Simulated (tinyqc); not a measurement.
Longitudinal sound in a periodic multilayer: transfer matrices, stop bands and folded phonons: one step, computed by the program tinyqc. Command: `OMP_NUM_THREADS=1 python tinyqc.py 3008710 3008711 out.jsonl multilayer walk`. One thread of a shared host (Intel(R) Xeon(R) Processor @ 2.30GHz), about 0.01 s of CPU time with the checks.

Layers 1 and 2 repeat with period d = d_1 + d_2; waves travel normal to the layers, without loss. State vector (u, s): displacement u and stress divided by omega. Impedances Z = rho v are in 1e6 kg/(m^2 s).

Question. Transfer matrix of one period. A layer maps (u, s) by [[cos p, sin p/Z], [-Z sin p, cos p]], p = 2 pi f d_i/v_i; one period is M = M_2 M_1, and cos(q d) = trace(M)/2.

Inputs (values chosen for the exercise, modelled on silica (layer 1), hafnia (layer 2) and gallium arsenide (substrate)):

| quantity | value | unit |
|---|---|---|
| velocity v_1 | 5970 | m/s |
| thickness d_1 | 291 | nm |
| velocity v_2 | 5550 | m/s |
| thickness d_2 | 98.8 | nm |
| frequency f | 11.6 | GHz |

Z_2 = 53.6685

Z_1 = 13.1937

Give: phase p_1; phase p_2; M; trace(M)/2.

Answer.

phase p_1 = 3.553 rad

phase p_2 = 1.297 rad

M:
```
         1         2
1  -0.1528  -0.02462
2    48.79     1.318
```

trace(M)/2 = 0.5824

|trace/2| < 1: f lies in a pass band, with q d = 0.9491 rad (folded into 0 to pi).
